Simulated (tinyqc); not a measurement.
Two electrons on one impurity (helium-like model): one step. The minimum over a and b. Five cases, with inputs chosen for the exercise.

Question. Give a, b, E, both binding energies and U, their difference.

Units Ha* = 2 Ry m/eps^2 and a* = a0 eps/m. One electron is bound by Z^2/2. Two electrons in the singlet built from exp(-a r) and exp(-b r): S = 8 (ab)^(3/2)/(a + b)^3, h_aa = a^2/2 - Z a, h_bb alike, h_ab = S (ab/2 - Z (a + b)/2), J = ab (a^2 + 3ab + b^2)/(a + b)^3, K = 20 (ab)^3/(a + b)^5, E = (h_aa + h_bb + 2 S h_ab + J + K)/(1 + S^2). For a = b this is a^2 - 2 Z a + 5a/8. Real double donors are deeper, since the central cell is left out.

Case 1.

Values chosen (out of a larger set: near those of impurities in Si; not measured data): Z = 1 (effective charge (1: D- centre, 2: double donor; other values mimic a central cell)).

Ha* = 58.20213 meV
a* = 20.6173 angstrom
E with equal orbitals = -0.4726562 Ha*

Case 2.

Values chosen (out of a larger set: near those of impurities in Si; not measured data): Z = 2 (effective charge (1: D- centre, 2: double donor; other values mimic a central cell)).

Ha* = 57.07070 meV
a* = 21.2027 angstrom
E with equal orbitals = -2.8476562 Ha*

Case 3.

Values chosen (out of a larger set: near those of impurities in Si; not measured data): Z = 3 (effective charge (1: D- centre, 2: double donor; other values mimic a central cell)).

Ha* = 65.01927 meV
a* = 19.2580 angstrom
E with equal orbitals = -7.2226562 Ha*

Case 4.

Values chosen (out of a larger set: near those of impurities in Si; not measured data): Z = 2 (effective charge (1: D- centre, 2: double donor; other values mimic a central cell)).

Ha* = 61.22562 meV
a* = 19.5992 angstrom
E with equal orbitals = -2.8476562 Ha*

Case 5.

Values chosen (out of a larger set: near those of impurities in Si; not measured data): Z = 2 (effective charge (1: D- centre, 2: double donor; other values mimic a central cell)).

Ha* = 60.97352 meV
a* = 20.0138 angstrom
E with equal orbitals = -2.8476562 Ha*

Give: a, b; E; binding of the first and second electron; U.

Answer.

Case 1.

a, b (1/a*): [1.039, 0.283]

E = -0.51330 Ha*

binding of the first and second electron (meV): [29.10, 0.77]

U = 28.33 meV

Letting one electron stay close and the other roam (decay lengths 20 and 73 angstrom) gains 2.37 meV. The exact value for Z = 1 is -0.52775, a binding of 1.62 meV, so this function recovers 48 % of it.

Case 2.

a, b (1/a*): [2.183, 1.189]

E = -2.87566 Ha*

binding of the first and second electron (meV): [114.14, 49.97]

U = 64.17 meV

Letting one electron stay close and the other roam (decay lengths 10 and 18 angstrom) gains 1.60 meV. The exact value for Z = 2 is -2.90372, 1.60 meV lower.

Case 3.

a, b (1/a*): [3.295, 2.079]

E = -7.24875 Ha*

binding of the first and second electron (meV): [292.59, 178.72]

U = 113.87 meV

Letting one electron stay close and the other roam (decay lengths 6 and 9 angstrom) gains 1.70 meV.

Case 4.

a, b (1/a*): [2.183, 1.189]

E = -2.87566 Ha*

binding of the first and second electron (meV): [122.45, 53.61]

U = 68.84 meV

Letting one electron stay close and the other roam (decay lengths 9 and 16 angstrom) gains 1.71 meV. The exact value for Z = 2 is -2.90372, 1.72 meV lower.

Case 5.

a, b (1/a*): [2.183, 1.189]

E = -2.87566 Ha*

binding of the first and second electron (meV): [121.95, 53.39]

U = 68.55 meV

Letting one electron stay close and the other roam (decay lengths 9 and 17 angstrom) gains 1.71 meV. The exact value for Z = 2 is -2.90372, 1.71 meV lower.

Computed by tinyqc, one run a case: `OMP_NUM_THREADS=1 python tinyqc.py N N+1 out.jsonl` with N = 1252661, 1280162, 1280391, 1280501, 1280672; one thread of a shared Intel(R) Xeon(R) Processor @ 2.30GHz, about 0.06 s a run at most.
